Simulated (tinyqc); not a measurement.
Worked calculation: UHF in the sto-3g basis, for BeH, spin multiplicity 2. This run ends on a higher stationary point, not on the lowest solution. One step of it, computed by the program tinyqc.

Task: Iteration 2: diagonalisation and new density. Diagonalise F' = X^T F X, C = X C', fill 3 alpha and 2 beta electrons from the bottom; D(s) = C_occ C_occ^T. Each column has its largest component positive (the first on a tie).

F(alpha) (hartree), lower triangle:
```
,1Be 1s,1Be 2s,1Be 2px,1Be 2py,1Be 2pz,2H 1s
1Be 1s,-4.137300
1Be 2s,-1.214528,-0.221220
1Be 2px,0.000000,0.000000,0.080218
1Be 2py,0.000000,0.000000,-0.009443,0.035548
1Be 2pz,-0.006736,-0.077944,0.000000,0.000000,0.360739
2H 1s,-0.064927,-0.111117,0.000000,0.000000,-0.119112,-0.271913
```

F(beta) (hartree), lower triangle:
```
,1Be 1s,1Be 2s,1Be 2px,1Be 2py,1Be 2pz,2H 1s
1Be 1s,-4.123912
1Be 2s,-1.191096,-0.128151
1Be 2px,0.000000,0.000000,0.121385
1Be 2py,0.000000,0.000000,0.073429,0.468725
1Be 2pz,-0.006720,-0.077942,0.000000,0.000000,0.385105
2H 1s,-0.063427,-0.103713,0.000000,0.000000,-0.116309,-0.270526
```

X, lower triangle:
```
,1Be 1s,1Be 2s,1Be 2px,1Be 2py,1Be 2pz,2H 1s
1Be 1s,1.027118
1Be 2s,-0.138698,1.046509
1Be 2px,0.000000,0.000000,1.000000
1Be 2py,0.000000,0.000000,0.000000,1.000000
1Be 2pz,-0.004140,0.026157,0.000000,0.000000,1.034321
2H 1s,0.016370,-0.118819,0.000000,0.000000,-0.156785,1.053330
```

Give: F' = X^T F X; orbital energies; coefficients C; F' = X^T F X; orbital energies; coefficients C; D(alpha) after iteration 2; D(beta) after iteration 2.

Result:

F' = X^T F X (alpha) (hartree), lower triangle:
```
,1,2,3,4,5,6
1,-4.025
2,-0.702,0.049
3,0.000,0.000,0.080
4,0.000,0.000,-0.009,0.036
5,-0.006,-0.045,0.000,0.000,0.415
6,0.020,-0.078,0.000,0.000,-0.141,-0.230
```

orbital energies (alpha) (hartree): MO1 -4.142, MO2 -0.277, MO3 0.034, MO4 0.082, MO5 0.182, MO6 0.447

coefficients C (alpha):
```
,MO1,MO2,MO3,MO4,MO5,MO6
1Be 1s,0.990,-0.044,0.000,0.000,-0.303,0.019
1Be 2s,0.036,0.097,0.000,0.000,1.056,-0.054
1Be 2px,0.000,0.000,0.199,0.980,0.000,0.000
1Be 2py,0.000,0.000,0.980,-0.199,0.000,0.000
1Be 2pz,0.003,0.070,0.000,0.000,0.116,1.038
2H 1s,-0.006,0.954,0.000,0.000,-0.347,-0.344
```

F' = X^T F X (beta) (hartree), lower triangle:
```
,1,2,3,4,5,6
1,-4.015
2,-0.692,0.143
3,0.000,0.000,0.121
4,0.000,0.000,0.073,0.469
5,-0.006,-0.044,0.000,0.000,0.440
6,0.019,-0.081,0.000,0.000,-0.142,-0.230
```

orbital energies (beta) (hartree): MO1 -4.128, MO2 -0.274, MO3 0.106, MO4 0.267, MO5 0.472, MO6 0.484

coefficients C (beta):
```
,MO1,MO2,MO3,MO4,MO5,MO6
1Be 1s,0.992,-0.035,0.000,-0.299,0.026,0.000
1Be 2s,0.031,0.068,0.000,1.057,-0.079,0.000
1Be 2px,0.000,0.000,0.980,0.000,0.000,0.199
1Be 2py,0.000,0.000,-0.199,0.000,0.000,0.980
1Be 2pz,0.003,0.063,0.000,0.143,1.035,0.000
2H 1s,-0.005,0.964,0.000,-0.329,-0.332,0.000
```

D(alpha) after iteration 2, lower triangle:
```
,1Be 1s,1Be 2s,1Be 2px,1Be 2py,1Be 2pz,2H 1s
1Be 1s,0.982
1Be 2s,0.032,0.011
1Be 2px,0.000,0.000,0.039
1Be 2py,0.000,0.000,0.195,0.961
1Be 2pz,0.000,0.007,0.000,0.000,0.005
2H 1s,-0.047,0.092,0.000,0.000,0.067,0.910
```

D(beta) after iteration 2, lower triangle:
```
,1Be 1s,1Be 2s,1Be 2px,1Be 2py,1Be 2pz,2H 1s
1Be 1s,0.985
1Be 2s,0.028,0.006
1Be 2px,0.000,0.000,0.000
1Be 2py,0.000,0.000,0.000,0.000
1Be 2pz,0.001,0.004,0.000,0.000,0.004
2H 1s,-0.038,0.066,0.000,0.000,0.060,0.930
```
